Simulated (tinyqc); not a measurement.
Thermal, flicker and telegraph noise of a field-effect transistor: one step, computed by the program tinyqc.

Strong inversion, threshold roll-off and channel-length modulation left out; noise sources are uncorrelated and are given as one-sided spectral densities.

Question. Flicker noise. C_ox = 3.9 eps_0/t; V_c = 2 v_s L/mu; I = W C_ox v_s V_ov^2/(V_ov + V_c); g_m = W C_ox v_s V_ov (V_ov + 2 V_c)/(V_ov + V_c)^2; g_d0 = mu C_ox (W/L) V_ov. Tunnelling length lambda = hbar/(2 sqrt(2 m_ox phi)); flat-band noise S_Vfb = e^2 k_B T lambda N_t/(W L C_ox^2 f). S_I = g_m^2 S_Vfb.

Inputs (values chosen for the exercise, modelled on a high-k silicon transistor):
```
quantity                        value         unit
width W                           170   micrometre
length L                          780           nm
electrical oxide thickness t      1.4           nm
mobility mu                       450   cm^2/(V s)
saturation velocity v_s          0.78     1e7 cm/s
overdrive V_ov                   0.25            V
oxide trap density N_t        5.4e+15  1/(eV cm^3)
oxide barrier phi                 2.7           eV
oxide mass m_ox                  0.23          m_0
frequency f                       300           Hz
temperature T                     300            K
```

Operating region: saturation. Flicker model: number fluctuation.

drain current I = 6919.877 microampere

Constants: eps_0 = 8.8541878128e-12 F/m; hbar = 1.054571817e-34 J s; m_0 = 9.1093837015e-31 kg; e = 1.602176634e-19 C; k_B = 8.617333262e-05 eV/K.

Give: tunnelling length lambda; S_Vfb; flicker S_I; flicker S_I/I^2.

Answer.

tunnelling length lambda = 1.238 angstrom

S_Vfb = 1.834e-17 V^2/Hz

flicker S_I = 5.154e-20 A^2/Hz

flicker S_I/I^2 = 1.076e-15 1/Hz
